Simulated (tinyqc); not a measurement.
Front-illuminated p-i-n photodiode, quantum efficiency and bandwidth: one step of the calculation.

Light enters through a p layer (0 to xp), a depleted layer (xp to xp + wi) and a thick n substrate, decaying as exp(-al x); one pass, no back reflection. Carriers made in the depleted layer are all collected; those in the neutral layers diffuse.

Task. Quantum efficiency. k = al Ln, s = S Ln/Dn, e = exp(-al xp); front layer f1 = (k/(k^2 - 1)) {[s + k - e (s cosh(xp/Ln) + sinh(xp/Ln))]/[s sinh(xp/Ln) + cosh(xp/Ln)] - k e}; depleted layer f2 = e (1 - exp(-al wi)); substrate f3 = e exp(-al wi) al Lp/(1 + al Lp); external efficiency (1 - Rf)(f1 + f2 + f3); responsivity = efficiency q lam/(h c).

Inputs (values chosen for the exercise); values close to those of gallium arsenide at this wavelength:
```
symbol,value,unit,meaning
lam,850,nm,wavelength
al,9790,1/cm,absorption coefficient
Rf,0.05,,reflectance of the front face
xp,0.47,um,thickness of the front p layer
wi,1.7,um,thickness of the depleted layer
Dn,70,cm^2/s,electron diffusion coefficient in the p layer
Ln,0.21,um,electron diffusion length in the p layer
S,200,cm/s,recombination velocity of the front surface
Lp,3.8,um,hole diffusion length in the thick n substrate
```

Constants: q = 1.602176634e-19 C, h = 6.62607015e-34 J s, c = 299792458 m/s. Results are converted to the units shown.

Find: s; f1; f2; f3; external efficiency; responsivity.

Result.

s = 6.000e-5
f1 = 0.1510
f2 = 0.5117
f3 = 0.09418
external efficiency = 0.7190
responsivity = 0.4929 A/W

The front layer absorbs 36.9 % of the light that enters and collects 40.9 % of that. Diffusion from the neutral layers makes up 32.4 % of the current.

tinyqc, about 0.01 s, one thread, Intel Xeon 2.30GHz (shared host): `OMP_NUM_THREADS=1 python tinyqc.py 2250130 2250131 out.jsonl`
